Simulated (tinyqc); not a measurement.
# Changing the pair cut-off c/a

Model: Finnis-Sinclair potential for a bcc metal: fit to cohesion and elasticity, then vacancy, surfaces and structure. Computed by tinyqc, a small Python program. Command: `OMP_NUM_THREADS=1 python tinyqc.py 3110368 3110369 out.jsonl fsfit sweep`. One thread of a shared host (Intel(R) Xeon(R) Processor @ 2.30GHz), about 0.02 s of CPU time with the checks.

E = (1/2) sum V(r) - A sqrt(rho), rho = sum phi(r), phi = (r - d)^2 for r < d, V = (r - c)^2 (c0 + c1 r + c2 r^2) for r < c. In bcc the 8 first neighbours lie at sqrt(3) a/2 and the 6 second at a; both cut-offs lie below the third shell; Omega = a^3/2; E is per atom and z the number of atoms in a shell. The four constants A, c0, c1, c2 are fitted to E_c, zero pressure, B and C12 - C44 alone, so C44 and C11 - C12 are not matched singly; defects are unrelaxed.

Inputs (values chosen for the exercise, modelled on niobium):
```
quantity,value,unit
lattice constant a,3.3,angstrom
cohesive energy E_c,7.45,eV
target C11,254,GPa
target C12,134,GPa
target C44,29.3,GPa
density cut-off d/a,1.192,-
```

Constants: 1 eV/angstrom^3 = 160.2176634 GPa; 1 eV/angstrom^2 = 16.02176634 J/m^2.

Method:
- rho = sum z phi, rho1 = sum z r phi', rho2 = sum z r^2 phi''. At zero pressure the effective pair part V + 2 F' phi obeys C12 = C44, so C12 - C44 = F'' (rho1/3)^2/Omega with F'' = A/(4 rho^(3/2)); this gives A.
- With v_k = (r - c)^2 r^k the rows are (1/2) sum z v_k, (1/2) sum z r v_k' and (1/2) sum z r^2 v_k''. With rho1 = sum z r phi' and rho2 = sum z r^2 phi'' the right-hand sides are: -E_c + A sqrt(rho) (cohesion); A rho1/(2 sqrt(rho)) (zero pressure); 9 B Omega + A [rho2/(2 sqrt(rho)) - rho1^2/(4 rho^(3/2))] with B = (C11 + 2 C12)/3.
- Solve the three equations.
- Second differences of E with strains of 1e-4: e_xx gives C11, (e_xx, e_yy) = (1, -1) gives 2 (C11 - C12), an engineering shear gives C44. B and C12 - C44 are fitted; the one combination left tests the choice of d.
- E_v = -A sum_shells z [sqrt(rho - phi(r)) - sqrt(rho)] - (1/2) sum z V(r): the neighbours lose one bond each, and the atom is put back in the bulk.
- An atom in layer i below the surface keeps only neighbours no higher than the top layer; gamma = sum_i (E_i + E_c)/(area per surface atom), with layer spacings a/2, a/sqrt2 and areas a^2, a^2/sqrt2 for (100) and (110).

One run for each value:
```
pair cut-off c/a,error of C44 (%),vacancy energy E_v (eV),gamma(100) (J/m^2)
1.20,-4.3342e+01,2.3539,1.8711
1.24,9.9045e-02,2.3539,1.8761
1.29,3.7272e+01,2.3539,1.8805
1.33,5.7430e+01,2.3539,1.8829
1.38,7.4634e+01,2.3539,1.8850
```

Describe the trends.

Over the rows, error of C44 (%) rises from -43.3 to 74.6; vacancy energy E_v (eV) does not change; gamma(100) (J/m^2) rises from 1.871 to 1.885 (exponent d ln y / d ln x 0.083 between the first rows and 0.030 between the last).  Left out: 1.02, 1.06, 1.11, 1.16 (the fit is far from the shear constants).
